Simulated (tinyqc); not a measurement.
Surface potential of a MOS transistor: implicit equation and explicit approximations: one step of the calculation.

p-type body, charge-sheet picture, depletion and inversion only, full ionisation (an idealisation for deep acceptors), Boltzmann statistics (rough once Na exp(x - xn) passes about Nc/7). In units of Vt: xg = (Vg - Vfb)/Vt, x = psi/Vt, G = gamma/sqrt(Vt), xn = (2 phiF + Vc)/Vt. The implicit equation is (xg - x)^2 = G^2 [x - 1 + exp(x - xn)] for x above about 3. Cox = eps0 eox/tox.

Question. Explicit approximation. Depletion value a = 1 + [sqrt(G^2/4 + xg - 1) - G/2]^2; inversion value b = xn + ln[(xg - xn)^2/G^2 - xn + 1] and first guess y = min(a, b) - ln(1 + exp(-|a - b|)) if a > xn + 1, else b = y = a; one second-order correction with D = exp(y - xn), p = 2 (xg - y) + G^2 (1 + D), w = (xg - y)^2 - G^2 (y - 1 + D): z = y + 2 w/(p + sqrt(p^2 - 2 (2 - G^2 D) w)), or the Newton step z = y + w/p where the root is not real.

G = 0.72201426
xn = 33.261681
xg = 61.117129

Give: a; b; y; p; w; z.

Answer.

a = 55.77
b = 40.55
y = 40.55
p = 800.8
w = -356.5
z = 39.91

The root of the implicit equation is x = 39.9697; y misses it by 0.58 and z by -0.062, in units of Vt.

Computed by the program tinyqc: `OMP_NUM_THREADS=1 python tinyqc.py 2122051 2122052 out.jsonl`, one thread of a shared Intel Xeon 2.30GHz, about 0.01 s for the whole run.
